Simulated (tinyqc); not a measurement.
Domain walls in a thin film with perpendicular anisotropy: Bloch, Neel and chiral walls, motion and stripe domains. Inputs raised by 2 %, one at a time. Computed by tinyqc, a small Python program. Command: `OMP_NUM_THREADS=1 python tinyqc.py 3028238 3028239 out.jsonl mwall sens`. One thread of a shared host (Intel(R) Xeon(R) Processor @ 2.30GHz), about 0.03 s of CPU time with the checks.

One-dimensional wall: polar angle theta(x), azimuth phi of the moment in the wall (phi = 0 Neel, 90 degrees Bloch). mu_0 = 1.25663706212e-6 T m/A, gamma = 1.76085963023e11 rad/(s T).

Inputs (values chosen for the exercise, for a model film): saturation magnetisation M_s = 1260 kA/m; exchange stiffness A = 13 pJ/m; uniaxial anisotropy K_u = 1230 kJ/m^3; DMI constant D = 0.25 mJ/m^2; thickness t = 0.96 nm; damping alpha = 0.073; current density J = 0.79 1e12 A/m^2; spin Hall angle theta_SH = 0.23.

Drive: spin-orbit torque.

Constants: hbar = 1.054571817e-34 J s; e = 1.602176634e-19 C.

Method:
- K_eff = K_u - mu_0 M_s^2/2; Delta = sqrt(A/K_eff); sigma_0 = 4 sqrt(A K_eff); profile theta = 2 arctan exp(x/Delta); quality factor Q = 2 K_u/(mu_0 M_s^2).
- sigma(phi) = sigma_0 + 2 Delta K_D cos^2(phi) - pi D cos(phi), with the wall shape anisotropy K_D = N_x mu_0 M_s^2/2, N_x = t ln 2/(pi Delta). The minimum has cos(phi) = D/D_N for D < D_N = 4 Delta K_D/pi and phi = 0 beyond; sigma turns negative at D_c = (sigma_0 + 2 Delta K_D)/pi.
- Spin-orbit drive: B_SL = hbar theta_SH J/(2 e M_s t) acts as the field (pi/2) B_SL cos(phi). Steady state: v = (gamma Delta/alpha)(pi/2) B_SL cos(phi) = gamma Delta [B_D sin(phi) - (B_K/2) sin(2 phi)], B_K = 2 K_D/M_s, B_D = pi D/(2 M_s Delta); the root with phi between its rest value and 90 degrees; v saturates at v_D = gamma Delta B_D.

Runs:
```
input moved                           from       to  width parameter Delta (nm)  D_N (mJ/m^2)  velocity (m/s)  saturation velocity v_D (m/s)
base run                                 -        -                       7.478        0.2690           52.62                          54.88
saturation magnetisation M_s (kA/m)   1260   1285.2                       8.225        0.2799           51.71                          53.80
exchange stiffness A (pJ/m)             13    13.26                       7.552        0.2690           52.65                          54.88
uniaxial anisotropy K_u (kJ/m^3)      1230   1254.6                       7.111        0.2690           52.51                          54.88
DMI constant D (mJ/m^2)               0.25    0.255                       7.478        0.2690           53.68                          55.98
damping alpha                        0.073  0.07446                       7.478        0.2690           52.58                          54.88
current density J (1e12 A/m^2)        0.79   0.8058                       7.478        0.2690           52.67                          54.88
spin Hall angle theta_SH              0.23   0.2346                       7.478        0.2690           52.67                          54.88
```

Exponents ln(y'/y) / ln(x'/x):
```
input                         width parameter Delta  D_N  velocity  saturation velocity v_D
saturation magnetisation M_s                  4.807    2    -0.884                       -1
exchange stiffness A                          0.500    0     0.021                        0
uniaxial anisotropy K_u                      -2.540    0    -0.109                        0
DMI constant D                                0.000    0     0.999                        1
damping alpha                                 0.000    0    -0.042                        0
current density J                             0.000    0     0.041                        0
spin Hall angle theta_SH                      0.000    0     0.041                        0
```

Among the inputs moved here: width parameter Delta answers most in size to saturation magnetisation M_s (exponent +4.807), next to uniaxial anisotropy K_u (-2.540); its exponent is below 0.0005 for DMI constant D, damping alpha, current density J, spin Hall angle theta_SH. Its exponent +0.500 in exchange stiffness A: sqrt(A/K). D_N answers most in size to saturation magnetisation M_s (exponent +2.000); its exponent is below 0.0005 for exchange stiffness A, uniaxial anisotropy K_u, DMI constant D, damping alpha, current density J, spin Hall angle theta_SH. velocity answers most in size to DMI constant D (exponent +0.999), next to saturation magnetisation M_s (-0.884). Saturation velocity v_D answers most in size to saturation magnetisation M_s (exponent -1.000), and about equally to DMI constant D (+1.000); its exponent is below 0.0005 for exchange stiffness A, uniaxial anisotropy K_u, damping alpha, current density J, spin Hall angle theta_SH. Its exponent +1.000 in DMI constant D: v_D = pi gamma D/(2 M_s).

Caution (all rows): pinning, heating and tilting of the wall are left out.
